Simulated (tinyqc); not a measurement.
Admittance spectroscopy and thermally stimulated current of one trap level in a depletion layer. Changing the trap density N_t. Computed by tinyqc, a small Python program. Command: `OMP_NUM_THREADS=1 python tinyqc.py 3114087 3114088 out.jsonl admit sweep`. One thread of a shared host (Intel(R) Xeon(R) Processor @ 2.30GHz), about 0.01 s of CPU time with the checks.

A Schottky junction on n-type material holds one donor-like electron trap; shallow donors are fully ionised and abrupt depletion edges are assumed.

Inputs (values chosen for the exercise, modelled on n-type 4H-SiC):
```
quantity,value,unit
dielectric constant eps,9.89,-
density-of-states mass m,0.744,m_0
shallow doping N,7.2e+16,1/cm^3
trap depth E_t below the band,0.404,eV
capture cross section sigma,7.4e-15,cm^2
band bending V_b,0.97,V
test frequency f,600000,Hz
```

Constants: k_B = 1.380649e-23 J/K; m_0 = 9.1093837015e-31 kg; h = 6.62607015e-34 J s; k_B = 8.617333262e-05 eV/K; eps_0 = 8.8541878128e-12 F/m; e = 1.602176634e-19 C.

Method:
- N_c = 2 (2 pi m k_B T/h^2)^(3/2), v_th = sqrt(3 k_B T/m), emission rate e_n = sigma v_th N_c exp(-E_t/(k_B T)).
- Where the level crosses the Fermi level capture equals emission, so the trap follows the signal with the rate 2 e_n; G/omega peaks at omega = 2 e_n (the correction for large N_t/N is left out).
- Solve 2 e_n(T_p) = 2 pi f.
- With E_c - E_F = k_B T_p ln(N_c/N): lambda = sqrt(2 eps eps_0 (E_t - (E_c - E_F))/(e^2 N)); traps are empty and charged for x < x_t = w - lambda, and V_b = e (N w^2 + N_t x_t^2)/(2 eps eps_0). High frequency: C_hf = eps eps_0/w. Low frequency: C_lf = eps eps_0 (N + N_t)/(N w + N_t x_t).

One run for each value:
```
trap density N_t (1/cm^3),step (C_lf - C_hf)/C_hf,small-N_t estimate (N_t/N)(lambda/w),depletion width w (nm)
7.20e+14,0.0050,0.005,121.2
1.50e+15,0.0103,0.010,121.0
3.30e+15,0.0225,0.023,120.7
7.00e+15,0.0468,0.049,119.9
1.50e+16,0.0967,0.107,118.4
3.20e+16,0.1921,0.233,115.7
6.80e+16,0.3605,0.515,111.0
1.40e+17,0.6187,1.125,104.6
```

Over the rows, step (C_lf - C_hf)/C_hf rises from 0.00497 to 0.619 (exponent d ln y / d ln x 0.99 between the first rows and 0.75 between the last); small-N_t estimate (N_t/N)(lambda/w) rises from 0.00500 to 1.13 (exponent d ln y / d ln x 1.0 between the first rows and 1.1 between the last); depletion width w (nm) falls from 121 to 105 (exponent d ln y / d ln x -0.0018 between the first rows and -0.082 between the last). At the low end the exponent of step (C_lf - C_hf)/C_hf is 0.99, close to 1: a dilute trap.

Caution (rows 3.20e16, 6.80e16, 1.40e17): N_t/N is not small, so the peak moves away from omega = 2 e_n.

Extremes, crossings and ranges named in words are read from the listed rows.
